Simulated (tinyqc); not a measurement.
Which strain makes the gap direct: strain-driven crossing of the Gamma and L valleys in a germanium-like crystal.

Biaxial loads: e0 is the in-plane strain e_par and the normal is free. (001): e_perp = -2 (C12/C11) e_par; exx = eyy = e_par, ezz = e_perp, no shear. (111): e_perp = -(2 C11 + 4 C12 - 4 C44)/(C11 + 2 C12 + 4 C44) e_par; exx = eyy = ezz = (2 e_par + e_perp)/3 and exy = eyz = ezx = (e_perp - e_par)/3. (110): e_perp = -(C11 + 3 C12 - 2 C44)/(C11 + C12 + 2 C44) e_par; exx = eyy = (e_par + e_perp)/2, ezz = e_par, exy = (e_perp - e_par)/2, eyz = ezx = 0. Uniaxial loads: a stress along n, scaled so that n.e.n = e0, with exx = s11 sxx + s12 (syy + szz), exy = s44 sxy/2, s11 = (C11 + C12)/((C11 - C12)(C11 + 2 C12)), s12 = -C12/((C11 - C12)(C11 + 2 C12)), s44 = 1/C44.

Edges from the unstrained valence top: Gamma at Eg + ac tr(e); an L valley with unit axis u at EgL + aL tr(e) + XuL (u.e.u - tr(e)/3), u along [111], [1-1-1], [-11-1], [-1-11]; valence edges are the levels of the 6 x 6 matrix of X, Y, Z times spin with -Dso/3 + l exx + m (eyy + ezz) on the diagonal (cyclic), n exy off it, l = av + 2 b, m = av - b, n = sqrt(3) d. Spin-orbit term (Dso/3) L.sigma on X, Y, Z with (L_k)_ij = -i epsilon_kij: <X+|H|Y+> = -i Dso/3, <X+|H|Z-> = Dso/3, <Y+|H|Z-> = -i Dso/3, <Z+|H|X-> = -Dso/3, <Z+|H|Y-> = i Dso/3, <X-|H|Y-> = i Dso/3, and their conjugates; + and - are the spin along z.

Inputs chosen for the exercise (near those of Ge, gaps at low temperature; not measured data): Eg = 0.886 eV (gap at Gamma to the s-like level); EgL = 0.743 eV (gap to L); Dso = 0.289 eV (spin-orbit splitting); ac = -8.13 eV (conduction deformation potential); av = 1.24 eV (valence hydrostatic potential); b = -2.59 eV (tetragonal shear potential); d = -5.23 eV (trigonal shear potential); aL = -1.53 eV (hydrostatic potential of the L edge, Xd + Xu/3); XuL = 16.38 eV (uniaxial potential, L); C11 = 128.2 GPa; C12 = 48.8 GPa; C44 = 67.5 GPa.

For tension the difference Gamma minus lowest L is linear in e0; slope per 1 % and the e0 at which it vanishes (a dash: no crossing below 15 %), with the gap there.

Results:
```
load            slope (meV per 1 %)  crossing e0 (%)  gap at the crossing (eV)
biaxial (001)                 -81.8             1.75                     0.571
biaxial (110)                 -23.4             6.10                    -0.440
biaxial (111)                  41.4                -                         -
uniaxial [100]                -29.6             4.83                     0.523
uniaxial [111]                 -3.5                -                         -
uniaxial [110]                 15.4                -                         -
```

The smallest strain is needed for biaxial (001) (1.75 %), then uniaxial [100] (4.83 %). No crossing below 15 % is found for biaxial (111), uniaxial [111] and uniaxial [110]: shear splits the L valleys and pulls the lowest down nearly as fast as, or faster than, Gamma. Loads without off-diagonal strain, (001) and [100], gain (ac - aL) tr(e) = -66 meV per 1 % of volume. Crossings beyond about 3 % are sensitive to second-order terms, left out here. For uniaxial [111] the slope is a near cancellation, so terms beyond this linear model decide. A gap at or below zero marks a crossing beyond the range of this linear model.

Computed by tinyqc, a small Python program: `OMP_NUM_THREADS=1 python tinyqc.py 1050175 1050176 out.jsonl` (the numbers bound the seed that draws the inputs); one thread of a shared host (Intel(R) Xeon(R) Processor @ 2.30GHz), about 0.01 s for the whole set of steps.
